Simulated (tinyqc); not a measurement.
Avalanche multiplication and breakdown of a junction from ionisation integrals: one step, computed by the program tinyqc. Command: `OMP_NUM_THREADS=1 python tinyqc.py 3001299 3001300 out.jsonl impact walk`. One thread of a shared host (Intel(R) Xeon(R) Processor @ 2.30GHz), about 0.01 s of CPU time with the checks.

Ionisation coefficients follow the local field. Position x runs through the depletion layer from the p side (x = 0), where electrons enter, to the n side (x = w), where holes enter. The built-in voltage is neglected.

Task: Coefficients at the critical field. alpha_n = a_n exp(-(b_n/F)^c), alpha_p = a_p exp(-(b_p/F)^c).

Inputs (values chosen for the exercise, modelled on germanium):

| quantity | value | unit |
|---|---|---|
| electron prefactor a_n | 1.51e+07 | 1/cm |
| electron field b_n | 1.52e+06 | V/cm |
| hole prefactor a_p | 1.06e+07 | 1/cm |
| hole field b_p | 1.3e+06 | V/cm |
| exponent c | 1 | - |

Junction: punch-through p+ n- n+.

critical field F_m = 0.2608776 MV/cm

Give: alpha_n; alpha_p; ratio k = alpha_p/alpha_n; shorter ionisation length.

Result:

alpha_n = 44521 1/cm

alpha_p = 72634 1/cm

ratio k = alpha_p/alpha_n = 1.631

shorter ionisation length = 0.1377 micrometre

Holes ionise more readily at the peak field.
